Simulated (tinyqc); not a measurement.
Sp3 tight binding, zinc-blende lattice, step by step. One step of it, computed by the program tinyqc.

Question. Levels at k. Diagonalise the Hermitian matrix.

H(k) at k (eV):
```
                      a s                 a px                 a py                 a pz
a s            -16.000000             0.000000             0.000000             0.000000
a px             0.000000            -8.840000             0.000000             0.000000
a py             0.000000             0.000000            -8.840000             0.000000
a pz             0.000000             0.000000             0.000000            -8.840000
c s   -2.373243-0.254407i   0.066094+5.259777i   1.528106+0.227497i   0.664464+0.523188i
c px  -0.066094-5.259777i   0.915394+0.098128i  -0.844400-0.664866i  -1.941915-0.289103i
c py  -1.528106-0.227497i  -0.844400-0.664866i   0.915394+0.098128i  -0.083992-6.684115i
c pz  -0.664464-0.523188i  -1.941915-0.289103i  -0.083992-6.684115i   0.915394+0.098128i

                      c s                 c px                 c py                 c pz
a s   -2.373243+0.254407i  -0.066094+5.259777i  -1.528106+0.227497i  -0.664464+0.523188i
a px   0.066094-5.259777i   0.915394-0.098128i  -0.844400+0.664866i  -1.941915+0.289103i
a py   1.528106-0.227497i  -0.844400+0.664866i   0.915394-0.098128i  -0.083992+6.684115i
a pz   0.664464-0.523188i  -1.941915+0.289103i  -0.083992+6.684115i   0.915394-0.098128i
c s            -12.090000             0.000000             0.000000             0.000000
c px             0.000000            -6.800000             0.000000             0.000000
c py             0.000000             0.000000            -6.800000             0.000000
c pz             0.000000             0.000000             0.000000            -6.800000
```

Give: eigenvalues; weights |c|^2 of the basis functions.

Answer.

eigenvalues (eV): -19.4739  -15.9343  -14.9921  -14.7613  -4.6558  -3.9140  -0.8129  -0.4656

weights |c|^2 of the basis functions:
```
      band 1  band 2  band 3  band 4  band 5  band 6  band 7  band 8
a s   0.6903  0.0888  0.0116  0.0091  0.0760  0.1218  0.0003  0.0019
a px  0.0294  0.2318  0.0665  0.0709  0.4129  0.1503  0.0040  0.0342
a py  0.0001  0.0731  0.3411  0.1411  0.0418  0.0080  0.1915  0.2033
a pz  0.0007  0.0804  0.1418  0.3458  0.0068  0.0019  0.2314  0.1913
c s   0.1554  0.3923  0.0433  0.0296  0.3406  0.0359  0.0004  0.0026
c px  0.1132  0.0325  0.0381  0.0377  0.1017  0.6264  0.0054  0.0451
c py  0.0066  0.0685  0.1603  0.1746  0.0177  0.0465  0.2566  0.2692
c pz  0.0042  0.0325  0.1974  0.1912  0.0026  0.0092  0.3104  0.2525
```
